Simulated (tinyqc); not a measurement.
Cahn-Hilliard equation on a periodic one-dimensional grid. Changing the gradient coefficient kappa. Computed by tinyqc, a small Python program. Command: `OMP_NUM_THREADS=1 python tinyqc.py 3031723 3031724 out.jsonl cahn sweep`. One thread of a shared host (Intel(R) Xeon(R) Processor @ 2.30GHz), about 0.7 s of CPU time with the checks.

Free energy F = h sum_j [A (c_j^2 - 1)^2/4 + (kappa/2) ((c_(j+1) - c_j)/h)^2]; dc/dt = Lap(mu), mu = A (c^3 - c) - kappa Lap(c), Lap(y)_j = (y_(j+1) - 2 y_j + y_(j-1))/h^2, mobility 1; the grid has n = 16 points.

Inputs (values chosen for the exercise, in reduced units):
```
quantity,value,unit
spacing h,1,-
well depth A,0.76,-
mean composition c0,0.11,-
noise amplitude,0.02,-
time step dt,0.049,-
end time,100,-
```

Scheme: semi-implicit Fourier.

random numbers: [-0.994, 0.951, -0.755, 0.044, -0.437, 0.075, -0.363, -0.535, 0.712, 0.717, -0.266, -0.419, -0.948, -0.327, 0.727, 0.492]

Method:
- f'' = A (3 c0^2 - 1). Mode m has lambda_m = (4/h^2) sin^2(pi m/n) and the rate w_m = -lambda_m (f'' + kappa lambda_m). In the continuum the fastest wavelength is 2 pi sqrt(2 kappa/|f''|) with the rate f''^2/(4 kappa). Explicit steps near c = +-1, where f'' = 2A, are stable for dt < 2/(16 kappa/h^4 + 8 A/h^2).
- Start: c_j = c0 + amplitude x (z_j - mean of z).
- With Fourier components y_m = sum_j y_j exp(-2 pi i j m/n): c_m(new) = [c_m - dt lambda_m N_m]/(1 + dt kappa lambda_m^2), N = A (c^3 - c), lambda_m = (4/h^2) sin^2(pi m/n).
- Run to the end time; break off if |c| exceeds 3 or F has risen by more than 1e-9 in more than 30 steps. Domains = stretches with c > c0.

One run for each value:
```
gradient coefficient kappa,fastest wavelength,largest rate,F at the end,explicit limit of dt
0.25,5.191,0.53643,2.1123,0.19841
0.37,6.316,0.36245,1.8620,0.16667
0.54,7.630,0.24835,2.2998,0.13587
0.79,9.228,0.16976,2.6909,0.10684
1.20,11.374,0.11176,1.8944,0.07911
1.70,13.538,0.07889,2.6590,0.06010
```

What does the table show?

Over the rows, fastest wavelength rises from 5.19 to 13.5 (exponent d ln y / d ln x about 0.50 throughout); largest rate falls from 0.536 to 0.0789 (exponent d ln y / d ln x about -1.00 throughout); F at the end lies between 1.86 and 2.69 without a single trend.  Left out: 2.50 (no mode grows enough within the run).

Extremes, crossings and ranges named in words are read from the listed rows.
